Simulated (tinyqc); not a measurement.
Resonant-tunnelling diode, transfer matrices and Tsu-Esaki current: one step of the calculation.

Emitter (band edge 0), barrier d1, well Lw, barrier d2, collector (edge -V). The bias drops linearly over these layers and none in the contacts; each layer is cut into ns equal slices, flat at the value of their centres. E is the energy of motion across the layers, C = hbar^2/(2 m0), psi and psi'/m are continuous. Transport is coherent, T(E) is taken as independent of the transverse momentum, and charge in the well is ignored.

Problem. Current from the resonance alone. J = J0 times the integral over E > 0 of T(E) N(E), N = ln[(1 + exp((Ef - E)/Vt))/(1 + exp((Ef - V - E)/Vt))], J0 = q^2 mw m0 kB T/(2 pi^2 hbar^3) (times 1e-4 for A/cm^2 per eV). For a sharp resonance J = J0 (pi G/2) Tp N(Er), with Er the peak energy, Tp the peak transmission and G the full width at half maximum (in eV). The three values given are estimates from a parabola through three points of 1/T(E).

Values chosen for this exercise; masses and offsets of a made-up heterostructure:

| symbol | value | unit | meaning |
|---|---|---|---|
| T | 300 | K | temperature |
| mw | 0.25 | m0 | mass in the well, spacer and contacts |
| Ef | 0.14 | eV | Fermi energy of both contacts above their band edges |
| V | 0.15 | V | bias of the collector |

Constants: q = 1.602176634e-19 C, kB = 1.380649e-23 J/K, hbar = 1.054571817e-34 J s, m0 = 9.1093837015e-31 kg, Vt = kB T/q. Results are converted to the units shown.

Er = 0.094038049 eV
Tp = 0.90504127
G = 1.8224105 meV

Wanted: J0; N(Er); J.

Solution.

J0 = 1.046e8 A/(cm^2 eV)
N(Er) = 1.916
J = 519.3 kA/cm^2

The full integral over T(E) gives 514.4 kA/cm^2; the value above is 0.95 % above it.

Computed by the program tinyqc: `OMP_NUM_THREADS=1 python tinyqc.py 2600056 2600057 out.jsonl`, one thread of a shared Intel Xeon 2.30GHz, about 0.08 s for the whole run.
